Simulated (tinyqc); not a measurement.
Fermi-level pinning at a metal contact (Cowley-Sze model): unpinning by a thin insulator.

Interface states of density Ds lie behind a thin layer of thickness dl. Neglecting the depletion charge, the barrier for electrons is phi = S (pM - chi) + (1 - S) E0 with S = 1/(1 + q Ds dl/(eps0 ei)); the barrier for holes is Eg - phi.

An inserted insulator of thickness t and permittivity 6.3 damps the metal-induced states, Ds(t) = Ds exp(-t/0.31 nm), and adds t/6.3 to dl/ei.

Values chosen for this exercise; material values close to those of silicon:
```
symbol,value,unit,meaning
Eg,1.11,eV,band gap
chi,3.98,eV,electron affinity
Ds,3.6e12,cm^-2 eV^-1,density of interface states
E0,0.41,eV,depth of their neutrality level below the conduction edge
dl,0.46,nm,thickness of the interface layer
ei,3.2,,its relative permittivity
pM,4.74,eV,metal work function
```

Constants: q = 1.602176634e-19 C, eps0 = 8.8541878128e-14 F/cm where lengths are in cm. Results are converted to the units shown.

Unpinning by a thin insulator:
```
t (nm)  Ds(t) (cm^-2 eV^-1)        S  phi (eV)
0                 3.6000e12  0.91438   0.73003
0.3               1.3678e12  0.95478   0.74417
0.6               5.1968e11  0.97802   0.75231
0.9               1.9745e11  0.98986   0.75645
1.2               7.5017e10  0.99548   0.75842
1.5               2.8502e10  0.99803   0.75931
1.8               1.0829e10  0.99916   0.75971
2.1                4.1144e9  0.99964   0.75988
2.4                1.5632e9  0.99985   0.75995
```

S rises from 0.914 to 1.00, and phi rises from 0.730 to 0.760 eV, towards pM - chi = 0.760 eV. The insulator also adds a tunnelling resistance, which is not counted here and sets a best thickness.

Program tinyqc, `OMP_NUM_THREADS=1 python tinyqc.py 2430171 2430172 out.jsonl`; Intel Xeon 2.30GHz, shared host, one thread, about 0.01 s.
